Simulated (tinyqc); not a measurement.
Implant damage, amorphisation by cascade overlap, and solid-phase epitaxial regrowth: one step, computed by the program tinyqc.

Range and width of the damage are inputs. Dynamic annealing enters only through the surviving share f.

Problem. Overlap model. Gibbons model: a point turns amorphous after n + 1 hits; with y = A_i Q the amorphous share is 1 - exp(-y) sum_(k=0..n) y^k/k!. Doses are set by y.

Inputs (values chosen for the exercise, modelled on silicon ions in silicon): overlaps needed n = 1; area amorphised by one track A_i = 1.5 nm^2.

Give: the table «Amorphous share» with the columns Q (1/cm^2), direct impact (n = 0), given n, for y = 0.1, 0.3, 0.6, 1.0, 2.0, 3.0, 5.0, 8.0.

Solution.

Amorphous share:

| y | Q (1/cm^2) | direct impact (n = 0) | given n |
|---|---|---|---|
| 0.1 | 6.6667e+12 | 0.09516 | 0.00468 |
| 0.3 | 2.0000e+13 | 0.25918 | 0.03694 |
| 0.6 | 4.0000e+13 | 0.45119 | 0.12190 |
| 1.0 | 6.6667e+13 | 0.63212 | 0.26424 |
| 2.0 | 1.3333e+14 | 0.86466 | 0.59399 |
| 3.0 | 2.0000e+14 | 0.95021 | 0.80085 |
| 5.0 | 3.3333e+14 | 0.99326 | 0.95957 |
| 8.0 | 5.3333e+14 | 0.99966 | 0.99698 |

At small y the share grows as y^2; between the first rows the exponent is 1.88.
